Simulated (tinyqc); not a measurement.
# Capacitance of parallel on-chip lines from Laplace's equation on a mesh, step by step

Numbers from tinyqc (`OMP_NUM_THREADS=1 python tinyqc.py 2790165 2790166 out.jsonl`; about 0.6 s on one thread of a shared Intel Xeon 2.30GHz). Printed values are rounded.

Cross-section of an endless row of equal lines between two grounded planes; neighbours are driven in antiphase (+1 V and -1 V), so the plane midway between two lines is at 0 V. By symmetry one quarter is solved: x runs from the centre of a line (column 0, mirror) to that midplane (column 4, 0 V), y from the mid-height of the line (row 0, mirror) to the ground plane (row 5, 0 V). The line fills columns 0 to 1 and rows 0 to 2 at 1 V. Cells beside the line (below row 2) have e2, cells above have e1. Each link between nodes has the conductance g = mean permittivity of the two cells beside it (a cell beyond a mirror counts as 0), and the free nodes obey sum g (V_neighbour - V) = 0.

Inputs (values chosen for the exercise): relative permittivity above and below the lines e1 = 2.4; relative permittivity between the lines e2 = 3.9; over-relaxation factor om = 1.4.

Constants: eps0 = 8.8541878128e-12 F/m. Results are converted to the units shown.

## Link conductances

gx[j, i] joins node (row j, column i) to column i + 1, gy[j, i] to row j + 1.

gx:
```
,col 0,col 1,col 2,col 3
row 0,1.95,1.95,1.95,1.95
row 1,3.9,3.9,3.9,3.9
row 2,3.15,3.15,3.15,3.15
row 3,2.4,2.4,2.4,2.4
row 4,2.4,2.4,2.4,2.4
row 5,1.2,1.2,1.2,1.2
```

gy:
```
,col 0,col 1,col 2,col 3,col 4
row 0,1.95,3.9,3.9,3.9,1.95
row 1,1.95,3.9,3.9,3.9,1.95
row 2,1.2,2.4,2.4,2.4,1.2
row 3,1.2,2.4,2.4,2.4,1.2
row 4,1.2,2.4,2.4,2.4,1.2
```

## Iteration 1: relaxation sweep

V at the start (V):
```
,col 0,col 1,col 2,col 3,col 4
row 0,1,1,0,0,0
row 1,1,1,0,0,0
row 2,1,1,0,0,0
row 3,0,0,0,0,0
row 4,0,0,0,0,0
row 5,0,0,0,0,0
```

One sweep visits the free nodes row by row from row 0, left to right, and replaces V by V + om (weighted mean of the neighbours - V), using new values at once.

V after sweep 1 (V):
```
,col 0,col 1,col 2,col 3,col 4
row 0,1.000000,1.000000,0.350000,0.122500,0.000000
row 1,1.000000,1.000000,0.472500,0.208250,0.000000
row 2,1.000000,1.000000,0.554750,0.284404,0.000000
row 3,0.350000,0.472500,0.359538,0.225380,0.000000
row 4,0.122500,0.208250,0.198726,0.148437,0.000000
row 5,0.000000,0.000000,0.000000,0.000000,0.000000
```

## Iteration 2: relaxation sweep

As before.

V after sweep 2 (V):
```
,col 0,col 1,col 2,col 3,col 4
row 0,1.000000,1.000000,0.583625,0.301044,0.000000
row 1,1.000000,1.000000,0.632319,0.342918,0.000000
row 2,1.000000,1.000000,0.597523,0.304071,0.000000
row 3,0.583625,0.563994,0.411153,0.212129,0.000000
row 4,0.301044,0.289017,0.217522,0.091003,0.000000
row 5,0.000000,0.000000,0.000000,0.000000,0.000000
```

## Course of the relaxation

Stop when no node changes by 1e-7 V. C = 4 eps0 sum g (difference of V along the link)^2, in aF/um.

Course of the iteration:
```
sweep,C (aF/um),largest change (V)
1,208.4396,0.555
2,178.0220,0.234
3,176.1202,0.0809
4,175.6153,0.0329
5,175.4274,0.0207
6,175.4158,7.84e-3
7,175.4115,4.70e-3
8,175.4109,1.35e-3
9,175.4108,3.51e-4
10,175.4108,2.41e-4
11,175.4108,6.79e-5
12,175.4108,3.36e-5
13,175.4108,1.10e-5
14,175.4108,1.02e-5
15,175.4108,1.84e-6
16,175.4108,7.52e-7
17,175.4108,6.51e-7
18,175.4108,1.07e-7
19,175.4108,5.74e-8
```

Converged in 19 sweeps. Over the last four sweeps the change shrinks by about 0.42 a sweep. C comes down from above, since the solution minimises the energy.

## Capacitance per length

converged V (V):
```
,col 0,col 1,col 2,col 3,col 4
row 0,1.000000,1.000000,0.646521,0.315176,0.000000
row 1,1.000000,1.000000,0.635455,0.307091,0.000000
row 2,1.000000,1.000000,0.588208,0.277733,0.000000
row 3,0.597828,0.557499,0.378452,0.187052,0.000000
row 4,0.276315,0.253715,0.181048,0.092025,0.000000
row 5,0.000000,0.000000,0.000000,0.000000,0.000000
```

C = 4 eps0 sum g (difference of V)^2 over all links (twice the energy of the four quarters, line at 1 V). Plate estimate without fringing: eps0 [2 e1 w/hd + 2 e2 t/(s/2)], w = 2 hx, t = 4 hx, s/2 = 3 hx, hd = 3 hx.

C = 175.4108 aF/um
plate estimate = 120.4170 aF/um

C depends on the shape only, not on the mesh step hx. Meshes 6, 12 and 24 times finer extrapolate (Aitken) to 168.8 aF/um; this mesh is 3.9 % above that, and the plate estimate is 29 % below it.
